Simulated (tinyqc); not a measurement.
From results back to parameters: interface roughness in a thin film (subband fluctuation and scattering). Three cases, with inputs chosen for the exercise.

Problem. The screened mobility was computed from a hidden rms height D.

Gaussian roughness spectrum S(q) = pi D^2 Lc^2 exp(-q^2 Lc^2/4). Degenerate gas, taken to fill one subband (the second starts to fill once c kF^2/md exceeds E2 - E1, which is not tested here): kF = sqrt(2 pi Ns/gv), q = 2 kF sin(theta/2), 1/tau = (md/(2 pi c hbar)) G^2 times the integral from 0 to pi of S(q)(1 - cos theta)/eps(q)^2 dtheta, eps(q) = 1 + qs/q with screening (qs = gv md q0/(c eps), q0 = e^2/(4 pi eps0), form factors left out, which overstates the screening; other scattering is left out too, so these values lie far above measured mobilities in all but the thinnest films) or 1 without; mobility = tau c2/md with c2 = e/m0 = 1.75882e15 cm^2/(V s^2); 1e12/cm^2 = 1e-4/angstrom^2.

Constants: hbar^2/2m0 = 3.80998211 eV angstrom^2; hbar = 6.58211957e-16 eV s; e^2/(4 pi eps0) = 14.39964547 eV angstrom.

Case 1.

Values chosen (near those of a thin Si channel on (100), two-fold valleys; the results hold for these values, not for the real material): md = 0.192 m0 (mass in the plane); gv = 2 (valleys); Lc = 44 angstrom (correlation length); Ns = 1.5 x 1e12/cm^2 (sheet density); eps = 8.1 (mean dielectric constant at the channel).

G = |dE1/dt| = 1.5495 meV/angstrom
mobility = 112502 cm^2/(V s)

Case 2.

Values chosen (near those of a thin InGaAs channel; the results hold for these values, not for the real material): md = 0.046 m0 (mass in the plane); gv = 1 (valleys); Lc = 46 angstrom (correlation length); Ns = 0.66 x 1e12/cm^2 (sheet density); eps = 10.6 (mean dielectric constant at the channel).

G = |dE1/dt| = 3.7573 meV/angstrom
mobility = 85391.0 cm^2/(V s)

Case 3.

Values chosen (near those of a thin Si channel on (100), two-fold valleys; the results hold for these values, not for the real material): md = 0.189 m0 (mass in the plane); gv = 2 (valleys); Lc = 50 angstrom (correlation length); Ns = 8.3 x 1e12/cm^2 (sheet density); eps = 7.8 (mean dielectric constant at the channel).

G = |dE1/dt| = 7.8679 meV/angstrom
mobility = 123047 cm^2/(V s)

Find: mobility for D = 1 angstrom; D.

Solution. The mobility goes as 1/D^2, so D is the square root of the ratio. One value fixes only D^2 times a function of Lc; a second density is needed to part the two.

Case 1.

mobility for D = 1 angstrom = 1.152e+06 cm^2/(V s)
D = 3.20 angstrom

Case 2.

mobility for D = 1 angstrom = 1.921e+05 cm^2/(V s)
D = 1.50 angstrom

Case 3.

mobility for D = 1 angstrom = 2.769e+05 cm^2/(V s)
D = 1.50 angstrom

Computed by tinyqc, one run a case: `OMP_NUM_THREADS=1 python tinyqc.py N N+1 out.jsonl` with N = 1282618, 1282696, 1282721; one thread of a shared Intel(R) Xeon(R) Processor @ 2.30GHz, about 0.01 s a run at most.
